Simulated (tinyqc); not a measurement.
Double-gate transistor below threshold, two-dimensional Poisson equation on a small mesh: choice of the relaxation factor.

Half of a symmetric double-gate structure: row 0 is the mid-plane of the body, where the normal field vanishes. Mobile charge is neglected (subthreshold), the body is fully depleted, and potentials are counted from the intrinsic level; rows run upward to the gate, columns from source to drain.

Mesh: rows i = 0..3 in the semiconductor (step hs = tb/3, row 3 on the interface), then 1 step(s) ho = tox/1 up to the gate row 4; columns j = 0..6 (step hy = L/6). Box integration, divided by eps0: up_i = eps hy/h of the interval above row i, dn_i = that of the interval below (0 for row 0), lat_i = (sum of eps h/2 over the intervals above and below)/hy, s_i = -q Na w_i hy/eps0 with w_i the semiconductor height of the box (hs/2 for row 0 and the interface row, hs between, 0 in the insulator). Each free node obeys (up + dn + 2 lat) psi = up psi(above) + dn psi(below) + lat [psi(left) + psi(right)] + s. Fixed values: gate row Vg - Vfb; column 0 at Vbi and the last column at Vbi + Vd in the semiconductor, each running linearly to Vg - Vfb across the insulator. Sweeps go row by row from row 0, left to right, psi(new) = psi + omega (t - psi) with t the value that solves the node equation for the newest neighbours; free nodes start at zero; stop when the largest change is below 1e-7 V.

Values chosen for this exercise; semiconductor permittivity close to that of silicon:
```
symbol  value   unit                                     meaning
eps_r    11.8         relative permittivity of the semiconductor
eox        22             relative permittivity of the insulator
tb          6     nm                     half the body thickness
tox       3.7     nm                         insulator thickness
L          42     nm                              channel length
Na          0  cm^-3       acceptor density of the depleted body
Vbi       0.6      V                     potential of the source
Vfb      0.12      V                                 gate offset
Vg          0      V                                gate voltage
Vd        0.5      V                               drain voltage
```

Constants: q = 1.602176634e-19 C, eps0 = 8.8541878128e-14 F/cm where lengths are in cm. Results are converted to the units shown.

Results:
```
omega	sweeps
1	65
1.1	54
1.3	34
1.4	24
1.5	25
1.6	33
1.7	43
1.8	69
1.9	141
```

Estimate the missing row, omega = 1.2.

Computed row:
```
omega	sweeps
1.2	43
```

With this row back in the table: Gauss-Seidel (omega = 1) takes 65 sweeps; the fewest, 24, are at omega = 1.4, and omega = 1.9 takes 141. The Jacobi matrix of this mesh has spectral radius rho = 0.9189, so theory puts the best factor at 2/(1 + sqrt(1 - rho^2)) = 1.43.

tinyqc, about 0.1 s, one thread, Intel Xeon 2.30GHz (shared host): `OMP_NUM_THREADS=1 python tinyqc.py 2480070 2480071 out.jsonl`
